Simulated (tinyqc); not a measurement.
# Tunnelling through a two-layer gate stack, WKB transmission and Tsu-Esaki current: what changes with what

Electrons leave the emitter at x = 0. Energies E (motion across the layers) are in eV from the emitter Fermi level; the collector Fermi level lies at -V and offers states at every E. No charge in the dielectric and no image force: F1 = V/(t1 + t2 eps1/eps2), F2 = F1 eps1/eps2; U = phi1 - F1 x in layer 1 and phi2 - F1 t1 - F2 (x - t1) in layer 2. With C = hbar^2/(2 m0), kappa = sqrt(m (U - E)/C) where U > E and 0 elsewhere; T(E) = exp(-S), S = 2 times the integral of kappa over x.

Parameters, values chosen for the exercise; layer 1 close to silicon dioxide, layer 2 close to zirconium oxide: temperature T = 350 K; Fermi energy of the emitter above its band bottom Ef = 1.2 eV; emitter mass in the supply function me = 1 m0; barrier of layer 1 above the emitter Fermi level at zero bias phi1 = 3.24 eV; tunnelling mass of layer 1 m1 = 0.49 m0; thickness of layer 1 t1 = 1.2 nm; relative permittivity of layer 1 eps1 = 4.06; barrier of layer 2 at zero bias phi2 = 1.4 eV; tunnelling mass of layer 2 m2 = 0.26 m0; thickness of layer 2 t2 = 2.3 nm; relative permittivity of layer 2 eps2 = 25.1; voltage across the dielectric V = 0.3 V.

Constants: q = 1.602176634e-19 C, kB = 1.380649e-23 J/K, hbar = 1.054571817e-34 J s, m0 = 9.1093837015e-31 kg, Vt = kB T/q, hbar^2/(2 m0) = 0.0380998212 eV nm^2. Results are converted to the units shown.

Each table varies one quantity; the others keep the values above.

## Effect of the barrier height

Each layer adds (2/F) sqrt(m/C) [G(u at its left edge) - G(u at its right edge)] to S, with u = U - E (0 where negative) and G(u) = (2/3) u^1.5. J = J0 times the integral of T(E) N(E) dE, N = ln[(1 + exp(-E/Vt))/(1 + exp((-E - V)/Vt))], J0 = q^2 me m0 kB T/(2 pi^2 hbar^3) (times 1e-4 for A/cm^2 per eV), from E = -Ef to far above the barrier (T = 1 there), by quadrature converged to the digits shown.

Effect of the barrier height:

| phi1 (eV) | S at E = 0 | T(E = 0) | J (A/cm^2) | mean E of the current (eV) |
|---|---|---|---|---|
| 1.6 | 23.29 | 7.663e-11 | 0.01713 | -0.1862 |
| 1.9 | 24.30 | 2.788e-11 | 0.006560 | -0.1927 |
| 2.2 | 25.23 | 1.101e-11 | 0.002701 | -0.1980 |
| 2.5 | 26.10 | 4.639e-12 | 0.001179 | -0.2026 |
| 2.8 | 26.91 | 2.061e-12 | 5.396e-4 | -0.2065 |
| 3.1 | 27.68 | 9.570e-13 | 2.571e-4 | -0.2099 |
| 3.4 | 28.40 | 4.614e-13 | 1.268e-4 | -0.2129 |
| 3.7 | 29.10 | 2.299e-13 | 6.448e-5 | -0.2156 |

J falls from 0.0171 to 6.45e-5 A/cm^2, on average 1.15 decades for each eV, while S rises from 23.3 to 29.1.

## Current against voltage

Same model as above.

Current against voltage:

| V (V) | S at E = 0 | T(E = 0) | J (A/cm^2) | mean E of the current (eV) |
|---|---|---|---|---|
| 0.2 | 28.60 | 3.791e-13 | 9.255e-5 | -0.1925 |
| 0.49 | 26.86 | 2.168e-12 | 5.878e-4 | -0.2239 |
| 0.77 | 24.96 | 1.439e-11 | 0.003354 | -0.2104 |
| 1.06 | 22.65 | 1.451e-10 | 0.02638 | -0.1755 |
| 1.35 | 19.54 | 3.274e-9 | 0.4112 | -0.09425 |
| 1.64 | 15.06 | 2.885e-7 | 24.17 | -0.06439 |
| 1.92 | 13.58 | 1.267e-6 | 336.1 | -0.1488 |
| 2.21 | 13.25 | 1.754e-6 | 1296 | -0.2631 |
| 2.5 | 12.91 | 2.461e-6 | 2892 | -0.3694 |

J rises from 9.26e-5 to 2890 A/cm^2, by 2.77 decades a volt between the first two rows and 1.20 between the last two. From V = 1.64 V on (among the rows) a band edge falls below the emitter Fermi level, so electrons at E = 0 no longer cross the full thickness. In 4 of the 9 rows the field exceeds 10 MV/cm (up to 15.9), more than most dielectrics sustain; the model ignores breakdown.

Program tinyqc, `OMP_NUM_THREADS=1 python tinyqc.py 2540081 2540082 out.jsonl`; Intel Xeon 2.30GHz, shared host, one thread, about 0.03 s.
